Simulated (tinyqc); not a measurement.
Worked calculation: inverse iteration on a symmetric matrix. One step of it, computed by the program tinyqc.

Task: Step 3. solve (A - shift) w = v; v' = w/|w| with its largest component positive (the first on a tie); lambda = v'^T A v'.

A, lower triangle:
```
           1          2         3
1   1.022000
2  -0.622000   1.516000
3  -0.968000  -0.713000  2.459000
```

vector after step 2: -0.027750  0.930076  0.366317

shift = 1.440000

Give: vector after step 3; Rayleigh quotient after step 3.

Result:

vector after step 3: 0.767  -0.639  0.062

Rayleigh quotient after step 3 = 1.803
